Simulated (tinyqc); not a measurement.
## Composition from the perpendicular lattice constant

Inverse problem. The layer is x parts of the first compound and 1 - x of the second, grown coherently on the third as substrate and barrier. Rows of the table: lattice constant a, average valence level Ea on an absolute scale, spin-orbit splitting so, gaps at Gamma, X and L, hydrostatic deformation potentials av and ac (Gamma), shear potential b, elastic constants, electron and heavy-hole (along z) masses. All are interpolated linearly in x; gaps get -C x (1 - x), taken wholly in the conduction band; real line-ups can differ from this model by 0.1 eV or more. In-plane strain e = (a_substrate - a)/a, e_z = -2 (c12/c11) e, volume change 2 e + e_z. X-ray diffraction gives a_z = a (1 + e_z) of the coherent layer. Find x, e and the relaxed Gamma gap.

Values chosen for this exercise:
```
symbol  value  unit                  meaning
CG      0.477    eV  bowing of the Gamma gap
CX        1.4    eV      bowing of the X gap
CL       0.33    eV      bowing of the L gap
```

Binary compounds, values chosen for the exercise:
```
              close to InAs  close to GaAs  close to InP
a (angstrom)          6.058          5.653         5.869
Ea (eV)               -6.67          -6.92         -7.04
so (eV)               0.379          0.344          0.11
EG (eV)               0.349           1.44          1.33
EX (eV)                1.38           1.87          2.19
EL (eV)                1.07           1.72          1.93
av (eV)               0.989           1.15          1.27
ac (eV)               -5.15          -7.07          -5.1
b (eV)                -1.78          -1.68         -1.69
c11 (GPa)              83.2            120          99.6
c12 (GPa)              44.9           54.4          56.4
me (m0)              0.0229         0.0669        0.0795
mh (m0)               0.333          0.352          0.53
```

lattice constant along the growth direction = 6.06332044 angstrom

Answer. a_z changes steadily with x, about (1 + 2 c12/c11) times as fast as the relaxed lattice constant, so one composition matches.

x = 0.7700
e = -1.607 %
relaxed Gamma gap = 0.5155 eV

Numbers from tinyqc (`OMP_NUM_THREADS=1 python tinyqc.py 2690014 2690015 out.jsonl`; about 0.01 s on one thread of a shared Intel Xeon 2.30GHz).
